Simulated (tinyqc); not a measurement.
Charge neutrality of a doped semiconductor with incomplete ionisation: one step, computed by the program tinyqc. Command: `OMP_NUM_THREADS=1 python tinyqc.py 3018671 3018672 out.jsonl dopant walk`. One thread of a shared host (Intel(R) Xeon(R) Processor @ 2.30GHz), about 0.02 s of CPU time with the checks.

Energies are counted from the top of the valence band; E_D is measured down from the conduction band and E_A up from the valence band.

Problem. The closed form for the extrinsic range. With Boltzmann statistics, no holes and every acceptor ionised, n (n + N_A) = n1 (N_D - N_A - n) with n1 = (N_c/g_D) exp(-E_D/k_B T). Take the positive root.

Inputs (values chosen for the exercise, modelled on InP):

| quantity | value | unit |
|---|---|---|
| donor density N_D | 6.2e+15 | cm^-3 |
| acceptor density N_A | 5.8e+14 | cm^-3 |
| donor depth E_D | 0.00717 | eV |
| donor degeneracy g_D | 2 | - |
| temperature T | 150 | K |

Doping: n-type, compensated. Statistics of the bands: Boltzmann.

N_c = 1.962530e+17 cm^-3

k_B T = 0.01292600 eV

Give: n1; n from the quadratic.

Solution.

n1 = 5.635e+16 cm^-3

n from the quadratic = 5.105e+15 cm^-3
